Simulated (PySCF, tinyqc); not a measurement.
Worked calculation: G0W0 on RHF in the sto-3g basis, for H4, spin multiplicity 1. The lowest restricted solution is unstable here: a spin-polarised one lies 0.0027 hartree lower (PySCF). One step of it, computed by the program tinyqc.

Problem. Screening: direct RPA. With D = e_a - e_i and K = (ia|jb): diagonalise D^(1/2) (D + 4K) D^(1/2) = Z w^2 Z^T; X + Y = D^(1/2) Z w^(-1/2), each column of Z with its largest component positive (the first on a tie); E_c = (sum w - tr (D + 2K)) / 2.

orbital energies (hartree): MO1 -0.822692, MO2 -0.264688, MO3 0.365164, MO4 1.147136

Two-electron integrals over orbitals (pq|rs), unique and non-zero (hartree):
```
p,q,r,s,(pq|rs)
1,1,1,1,0.577947
2,1,2,1,0.149885
2,2,1,1,0.560924
2,2,2,2,0.574418
3,1,3,1,0.129675
3,2,3,2,0.071293
3,3,1,1,0.555979
3,3,2,2,0.539942
3,3,3,3,0.565223
4,1,3,2,0.072773
4,1,4,1,0.074356
4,2,3,1,0.124444
4,2,4,2,0.136041
4,3,2,1,0.142861
4,3,4,3,0.155941
4,4,1,1,0.566369
4,4,2,2,0.573075
4,4,3,3,0.570488
4,4,4,4,0.601519
```

Give: D^(1/2) (D + 4K) D^(1/2); excitation energies w; X + Y; RPA correlation energy.

Solution.

D^(1/2) (D + 4K) D^(1/2) (hartree^2), lower triangle:
```
,1>3,1>4,2>3,2>4
1>3,2.027
1>4,0.000,4.466
2>3,0.000,0.324,0.576
2>4,0.645,0.000,0.000,2.762
```

excitation energies w (hartree): 0.741  1.285  1.771  2.120

X + Y:
```
,1,2,3,4
1>3,0.000,0.831,0.412,0.000
1>4,-0.134,0.000,0.000,0.961
2>3,0.919,0.000,0.000,0.045
2>4,0.000,-0.527,0.772,0.000
```

RPA correlation energy = -0.05237 hartree
